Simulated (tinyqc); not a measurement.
Ellipsoidal valleys in the axes of a wafer and a channel: one step. Subbands and shares in a film. Three cases, with inputs chosen for the exercise.

Task: Give the ladders, the shares and the mean conductivity mass.

Hard walls: E_n = c (n pi/t)^2/mz, c = hbar^2/2m0, n = 1, 2, 3. Non-degenerate share of a valley proportional to md sum_n exp(-E_n/kT); mean 1/mc = sum of share/mc. 1 nm = 10 angstrom.

Constants: hbar^2/2m0 = 3.80998211 eV angstrom^2; kB = 8.617333262e-05 eV/K.

Case 1.

Values chosen (out of a larger set: near those of the Delta valleys of Si; not measured data): t = 7.9 nm (thickness of the film); T = 300 K (temperature).

Masses (m0):

| valley | mz | md | mc | mx | my |
|---|---|---|---|---|---|
| x | 0.219248 | 0.395917 | 0.274518 | 0.444000 | 0.353041 |
| y | 0.219248 | 0.395917 | 0.274518 | 0.444000 | 0.353041 |
| z | 0.407387 | 0.290448 | 0.444000 | 0.444000 | 0.190000 |

Case 2.

Values chosen (out of a larger set: near those of the L valleys of GaAs; not measured data): t = 4.7 nm (thickness of the film); T = 300 K (temperature).

Masses (m0):

| valley | mz | md | mc | mx | my |
|---|---|---|---|---|---|
| [111] | 0.205646 | 0.222610 | 0.669667 | 0.669667 | 0.074000 |
| [1-1-1] | 0.074000 | 0.371098 | 0.108836 | 0.669667 | 0.205646 |
| [-11-1] | 0.074000 | 0.371098 | 0.108836 | 0.669667 | 0.205646 |
| [-1-11] | 0.205646 | 0.222610 | 0.669667 | 0.669667 | 0.074000 |

Case 3.

Values chosen (out of a larger set: near those of the Delta valleys of Si; not measured data): t = 3.7 nm (thickness of the film); T = 300 K (temperature).

Masses (m0):

| valley | mz | md | mc | mx | my |
|---|---|---|---|---|---|
| x | 0.309719 | 0.318948 | 0.187000 | 0.187000 | 0.544000 |
| y | 0.309719 | 0.318948 | 0.187000 | 0.187000 | 0.544000 |
| z | 0.187000 | 0.410472 | 0.901000 | 0.901000 | 0.187000 |

Give: Subbands; mean mc.

Result:

Case 1.

Subbands:

| valley | E1 (meV) | E2 (meV) | E3 (meV) | share |
|---|---|---|---|---|
| x | 27.5 | 109.9 | 247.3 | 0.297 |
| y | 27.5 | 109.9 | 247.3 | 0.297 |
| z | 14.8 | 59.2 | 133.1 | 0.406 |

mean mc = 0.3249 m0

The lowest ladder (z) holds 41 % of the electrons in these valleys, the next starts 13 meV higher.

Case 2.

Subbands:

| valley | E1 (meV) | E2 (meV) | E3 (meV) | share |
|---|---|---|---|---|
| [111] | 82.8 | 331.1 | 745.0 | 0.497 |
| [1-1-1] | 230.0 | 920.1 | 2070.3 | 0.003 |
| [-11-1] | 230.0 | 920.1 | 2070.3 | 0.003 |
| [-1-11] | 82.8 | 331.1 | 745.0 | 0.497 |

mean mc = 0.6510 m0

The lowest ladder ([111] and [-1-11]) holds 99 % of the electrons in these valleys, the next starts 147 meV higher.

Case 3.

Subbands:

| valley | E1 (meV) | E2 (meV) | E3 (meV) | share |
|---|---|---|---|---|
| x | 88.7 | 354.7 | 798.2 | 0.468 |
| y | 88.7 | 354.7 | 798.2 | 0.468 |
| z | 146.9 | 587.5 | 1322.0 | 0.063 |

mean mc = 0.1969 m0

The lowest ladder (x and y) holds 94 % of the electrons in these valleys, the next starts 58 meV higher.

Computed by tinyqc, one run a case: `OMP_NUM_THREADS=1 python tinyqc.py N N+1 out.jsonl` with N = 1880740, 1880765, 1880789; one thread of a shared Intel(R) Xeon(R) Processor @ 2.30GHz, about 0.01 s a run at most.
